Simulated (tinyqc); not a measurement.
Band-to-band tunnelling in a uniform field: complex band structure along [001] in sp3s* tight binding.

For k = (0, 0, kz) the phase sums are g0 = cos(phi) and g3 = i sin(phi), phi = kz a/4, and the s, pz, s* orbitals of anion (a) and cation (c) decouple from px, py. With z = exp(i phi), H(z) = H0 + z T + T^T/z for any complex z. H0 is diagonal (Esa, Epa, Exa, Esc, Epc, Exc). The anion-cation block is B(z) = z U + W/z and the cation-anion block z W^T + U^T/z, where U has Vss/2 (s,s), Vsapc/2 (s,z), -Vscpa/2 (z,s), Vxx/2 (z,z), Vxapc/2 (s*,z), -Vpaxc/2 (z,s*), and W has the same values with the s-z and s*-z signs reversed. |z| = 1 is a band state, |z| < 1 decays along [001] as exp(-kappa d) over a distance d, kappa = -(4/a) ln|z|. No spin-orbit coupling.

Constants: hbar^2/2m0 = 3.80998211 eV angstrom^2.

Parameters, chosen for this exercise (out of a larger set: near a published set for GaAs, fitted to gaps, whose masses and valley positions are rough (light masses up to twice too heavy); not measured data): p = (-8.322, 1.048, -2.656, 3.65, 8.565, 6.755, -6.405, 1.967, 5.048, 4.506, 5.769, 4.806, 4.843) eV (order Esa, Epa, Esc, Epc, Exa, Exc, Vss, Vxx, Vxy, Vsapc, Vscpa, Vxapc, Vpaxc); a = 5.657 angstrom (lattice constant).

Ev = -0.00932 eV
EG (direct gap) = 1.52389 eV

masses of this model, from the curvature at Gamma (m0): m_lh 0.08782, m_e 0.11643

WKB at zero transverse momentum: T = exp(-2 I/(eF)), I = integral of kappa dE across the direct gap (8 Gauss-Legendre points in theta, E = EG sin^2 theta, 0 to pi/2); 1 MV/cm = 0.01 V/angstrom. The two-band form gives I = (pi/8) sqrt(m/c) EG^(3/2) with m = 2 m_lh m_e/(m_lh + m_e).

Tunnelling:
```
F (MV/cm)  path EG/eF (angstrom)  exponent 2I/eF  T, tight binding  T, two-band
0.50                       304.8          47.587          2.15e-21     1.57e-21
0.75                       203.2          31.725          1.67e-14     1.35e-14
1.00                       152.4          23.794          4.64e-11     3.96e-11
1.50                       101.6          15.862          1.29e-07     1.16e-07
2.00                        76.2          11.897          6.81e-06     6.30e-06
4.00                        38.1           5.948           0.00261      0.00251
```

Give the missing row, F (MV/cm) = 3.00.

Computed row:
```
F (MV/cm)  path EG/eF (angstrom)  exponent 2I/eF  T, tight binding  T, two-band
3.00                        50.8           7.931          0.000359     0.000341
```

I, tight binding = 0.118968 eV/angstrom
I, two-band = 0.119757 eV/angstrom

The two-band integral is +0.66 % from the tight-binding one, which makes the two-band T 0.7291 times the other at 0.5 MV/cm and 0.9613 times at 4 MV/cm. Doubling the field from 1 to 2 MV/cm halves the exponent and raises T by a factor 1.47e+05.

tinyqc: `OMP_NUM_THREADS=1 python tinyqc.py 1481568 1481569 out.jsonl`; about 0.01 s, one thread, shared Intel(R) Xeon(R) Processor @ 2.30GHz.
